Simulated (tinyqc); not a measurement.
Q-state Potts model on a small periodic square lattice: enumeration, Metropolis, heat-bath and Wolff steps: one step, computed by the program tinyqc. Command: `OMP_NUM_THREADS=1 python tinyqc.py 3110717 3110718 out.jsonl potts walk`. One thread of a shared host (Intel(R) Xeon(R) Processor @ 2.30GHz), about 0.2 s of CPU time with the checks.

E = -J x (number of nearest-neighbour bonds with equal states); n x n sites with periodic edges have 2 n^2 bonds. Order parameter m = (q f - 1)/(q - 1), f being the largest share of one state. Sites are numbered row by row from 0. Here q = 2 and n = 4.

Problem. Scales. K = J/(k_B T); the infinite square lattice orders at K_c = ln(1 + sqrt(q)); Wolff bond probability p = 1 - exp(-K).

Inputs (values chosen for the exercise, for a model of domains or grain orientations): number of states q = 2; coupling J = 48 meV; temperature T = 860 K.

Constants: k_B = 8.617333262e-05 eV/K.

Give: K; K_c; T_c of the infinite lattice; p.

Solution.

K = 0.6477

K_c = 0.8814

T_c of the infinite lattice = 632.0 K

p = 0.4767
